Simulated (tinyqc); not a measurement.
# AlGaN/GaN HEMT with access regions, lumped model, step by step

Numbers from tinyqc (`OMP_NUM_THREADS=1 python tinyqc.py 2570166 2570167 out.jsonl`; about 0.03 s on one thread of a shared Intel Xeon 2.30GHz). Printed values are rounded.

A polarisation-induced electron sheet under a Schottky gate, in series with two ungated access regions and contacts. Drift law v = mu E/(1 + mu E/vs) under the gate. Currents in mA/mm, resistances in ohm mm. No self-heating, no channel-length modulation; fits for polarisation, barrier and offset are chosen for the exercise.

Values chosen for this exercise; values close to those of AlGaN/GaN structures:
- x = 0.21 (aluminium share of the barrier)
- d = 18 nm (barrier thickness)
- eps_r = 9.4 (relative permittivity of barrier and channel)
- mu = 1600 cm^2/(V s) (channel mobility)
- vs = 1.5e7 cm/s (saturation velocity)
- Lg = 0.15 um (gate length)
- Ls = 2 um (source access length)
- Ld = 2 um (drain access length)
- Rc = 0.27 ohm mm (resistance of each contact)
- ft = 0 (share of the drain-access electrons removed by traps)
- Vg = -1 V (gate voltage)
- Vd = 1 V (drain voltage)
- Ec = 3.4 MV/cm (critical field)
- te = 0.27 um (depth over which the depleted charge spreads)
- tf = 200 nm (insulator under the field plate)
- ei = 7 (relative permittivity of that insulator)

Constants: q = 1.602176634e-19 C, eps0 = 8.8541878128e-14 F/cm where lengths are in cm. Results are converted to the units shown.

## Polarisation charge, threshold and sheet resistance

sigma = (5e13 x + 1.6e13 x^2) cm^-2, phiB = 0.84 + 1.3 x, dEc = 0.7 (1.71 x + x^2) in volts, Cb = eps0 eps_r/d, VT = phiB - dEc - q sigma/Cb, access density n0 = -Cb VT/q. Rsh = 1/(q mu n0); largest access current q n0 vs.

sigma = 1.12056e13 cm^-2
Cb = 0.462385 uF/cm^2
VT = -3.05201 V
n0 = 8.80804e12 cm^-2
Rsh = 442.884 ohm
q n0 vs = 2116.81 mA/mm

## Iteration 1: drain current

I at the start = 310 mA/mm

Access resistance R(L, n) = L/(q mu n sqrt(1 - (I/(q n vs))^2)); Rs = Rc + R(Ls, n0), Rd = Rc + R(Ld, (1 - ft) n0). Vg' = Vg - I Rs, Vd' = Vd - I (Rs + Rd); with u = Vg' - VT, Vc = vs Lg/mu and w the smaller of Vd' and Vc [sqrt(1 + 2 u/Vc) - 1] (0 if negative), the channel gives (mu Cb/Lg)(u w - w^2/2)/(1 + w/Vc). I(new) = I + 0.2 (channel current - I).

Rs = 1.16542 ohm mm
Rd = 1.16542 ohm mm
Vg' = -1.36128 V
Vd' = 0.277438 V
channel current = 714.354 mA/mm
I after iteration 1 = 390.871 mA/mm

## Iteration 2: drain current

As before.

Rs = 1.17127 ohm mm
Rd = 1.17127 ohm mm
Vg' = -1.45781 V
Vd' = 0.0843721 V
channel current = 403.656 mA/mm
I after iteration 2 = 393.428 mA/mm

## Course of the iteration: drain current

Stop when I changes by less than 1e-6 mA/mm, or after 60 iterations. I must stay below q (1 - ft) n0 vs.

Course of the iteration:

| iteration | I (mA/mm) | \|change\| (mA/mm) |
|---|---|---|
| 1 | 390.871 | 80.9 |
| 2 | 393.428 | 2.56 |
| 3 | 391.689 | 1.74 |
| 4 | 392.894 | 1.20 |
| 5 | 392.070 | 0.824 |
| 6 | 392.639 | 0.569 |
| 7 | 392.248 | 0.391 |
| 8 | 392.518 | 0.269 |
| 9 | 392.333 | 0.185 |
| ... | ... | ... |
| 34 | 392.408 | 1.61e-5 |
| 35 | 392.408 | 1.11e-5 |
| 36 | 392.408 | 7.61e-6 |
| 37 | 392.408 | 5.24e-6 |
| 38 | 392.408 | 3.60e-6 |
| 39 | 392.408 | 2.48e-6 |
| 40 | 392.408 | 1.71e-6 |
| 41 | 392.408 | 1.17e-6 |
| 42 | 392.408 | 8.07e-7 |

Converged in 42 iterations. At the end each change is about 0.69 times the one before, with alternating sign: linear convergence. Of Vd, 8.07 % reaches the channel; the access current is 19 % of its limit.

## On-resistance and breakdown

sigma = (5e13 x + 1.6e13 x^2) cm^-2, phiB = 0.84 + 1.3 x, dEc = 0.7 (1.71 x + x^2) in volts, Cb = eps0 eps_r/d, VT = phiB - dEc - q sigma/Cb, access density n0 = -Cb VT/q. Ron = 2 Rc + Ls/(q mu n0) + Ld/(q mu (1 - ft) n0) + Lg/(mu Cb (Vg - VT)). Off state: a depleted stretch that holds the voltage V has the peak field sqrt(k V), k = 2 q n0/(eps0 eps_r te), so one edge holds V1 = Ec^2/k. The sheet under the plate pinches off at Vf = q n0 (1/Cb + tf/(eps0 ei)); beyond it the gate edge is screened. BV = V1 if Vf >= V1, else Vf + V1, and at most Ec Ld. Specific resistance Ron (Ls + Lg + Ld); figure of merit BV^2 over it.

Ron = 2.41034 ohm mm
Vf = 48.5899 V
V1 = 92.0404 V
BV = 140.630 V
specific resistance = 0.100029 mohm cm^2
figure of merit = 197.711 MW/cm^2

The plate raises BV by a factor of 1.53.
